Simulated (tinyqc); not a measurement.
From results back to parameters: static screening by free carriers. Three cases, with inputs chosen for the exercise.

Problem. At zero temperature the gas shows Friedel oscillations of period pi/kF and a Thomas-Fermi length 1/qTF; n and m are hidden.

kF = (3 pi^2 n/Mv)^(1/3), EF = c kF^2/m with c = hbar^2/2m0, n in 1/angstrom^3 (1e-24 per 1/cm^3), e2 = e^2/(4 pi eps0). Thomas-Fermi: qTF^2 = 6 pi e2 n/(eps EF). Debye: qD^2 = 4 pi e2 n/(eps kB T).

Constants: hbar^2/2m0 = 3.80998211 eV angstrom^2; e^2/(4 pi eps0) = 14.39964547 eV angstrom.

Find: kF; n; m.

Method. kF = pi/period and n = Mv kF^3/(3 pi^2); qTF^2 = 2 e2 Mv m kF/(pi eps c) then gives m.

Case 1.

Values chosen (out of a larger set: near those of GaN; not measured data): Mv = 1 (valleys); eps = 9.53 (background dielectric constant).

period = 394.936 angstrom
1/qTF = 49.7717 angstrom

Solution.

kF = 0.007955 1/angstrom
n = 1.70e+16 1/cm^3
m = 0.201 m0

Case 2.

Values chosen (out of a larger set: a free-electron density near that of Al; not measured data): Mv = 1 (valleys); eps = 1 (background dielectric constant).

period = 1.78865 angstrom
1/qTF = 0.486445 angstrom

Solution.

kF = 1.756 1/angstrom
n = 1.83e+23 1/cm^3
m = 1.000 m0

Case 3.

Values chosen (out of a larger set: near those of GaN; not measured data): Mv = 1 (valleys); eps = 10 (background dielectric constant).

period = 118.458 angstrom
1/qTF = 28.4218 angstrom

Solution.

kF = 0.02652 1/angstrom
n = 6.30e+17 1/cm^3
m = 0.194 m0

Computed by tinyqc, one run a case: `OMP_NUM_THREADS=1 python tinyqc.py N N+1 out.jsonl` with N = 1652141, 1652147, 1652169; one thread of a shared Intel(R) Xeon(R) Processor @ 2.30GHz, about 0.01 s a run at most.
